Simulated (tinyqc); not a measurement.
Inside a calculation. Method: coherent transport through a tight-binding region between two chains. One step of it, computed by the program tinyqc.

Task: Transmission at E = 0.67 eV. Surface Green function g = (E - i sqrt(4 t^2 - E^2)) / (2 t^2); self-energy tc^2 g on each contact site; G = (E - H - Sigma)^(-1); Gamma = -2 Im Sigma; T = Gamma_L Gamma_R |G_LR|^2; local density of states -Im G_ii / pi.

H of the central region (eV), lower triangle:
```
           1          2          3          4          5         6
1   0.620000
2  -1.330000   0.750000
3   0.000000  -1.330000   0.330000
4   0.000000   0.000000  -1.330000  -0.350000
5   0.000000   0.000000   0.000000  -1.330000  -0.520000
6   0.000000   0.000000   0.000000   0.000000  -1.330000  0.230000
```

Leads: semi-infinite chains with site energy 0:

| parameter | value |
|---|---|
| lead hopping t (eV) | 1.860000 |
| coupling to the left lead (eV) | 1.330000 |
| coupling to the right lead (eV) | 1.460000 |
| left contact site | 1 |
| right contact site | 6 |

E = 0.670000 eV

Give: g; G; local density of states; transmission.

Result:

g = 0.0968-0.5288i 1/eV

G (1/eV), lower triangle:
```
                 1                2                3                4
1  -0.0843-0.3791i
2   0.4776+0.0247i   0.0610-0.3336i
3   0.1130+0.3806i   0.2780-0.0448i  -0.0963-0.3832i
4  -0.5065-0.1220i  -0.1320+0.3451i   0.4985+0.1428i   0.0046-0.3816i
5   0.2754-0.2870i  -0.1767-0.2199i  -0.2860+0.2737i   0.2498+0.1499i
6   0.2601+0.3788i   0.2901-0.1484i  -0.2426-0.3877i  -0.2281+0.2475i

                5                6
5  0.0944-0.3887i
6  0.4176+0.1979i  -0.1455-0.4246i
```

local density of states (1/eV): 0.1207  0.1062  0.1220  0.1215  0.1237  0.1351

transmission = 0.8906
